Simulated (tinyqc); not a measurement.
Kinetic Monte Carlo and master equation for a particle on a ring of sites with traps and bias: one step, computed by the program tinyqc.

8 sites on a ring, numbered 1 to 8. The saddle between i and i+1 lies at E0 + s b_i and site i at s eps_i; a force F tilts the landscape, with the saddle half-way.

Task: Closed form at zero force. At zero force D0 = a^2 nu exp(-E0/(k_B T)) / [<exp(-s eps/(k_B T))> <exp(s b/(k_B T))>], with means over the ring; Einstein relation v = D0 F/(k_B T); 1 angstrom = 1e-8 cm.

Inputs (values chosen for the exercise, for a model defect): reference barrier E0 = 0.49 eV; scale factor s of the disorder = 1; attempt frequency nu = 5.5 THz; temperature T = 300 K; site spacing a = 3.3 angstrom; force F along the ring = 0.0026 eV/angstrom.

Disorder: random barriers.

site energies eps_i (eV): [0, 0, 0, 0, 0, 0, 0, 0]

saddle shifts b_i between sites i and i+1 (eV): [0.026, -0.028, 0.022, 0.027, 0.0086, -0.035, 0.014, 0.0088]

Constants: k_B = 8.617333262e-05 eV/K.

Give: zero-force diffusivity D0; D0 over the value without disorder; Einstein drift.

Result:

zero-force diffusivity D0 = 2.1567e-11 cm^2/s

D0 over the value without disorder = 0.61382

Einstein drift = 2.1691e-04 cm/s
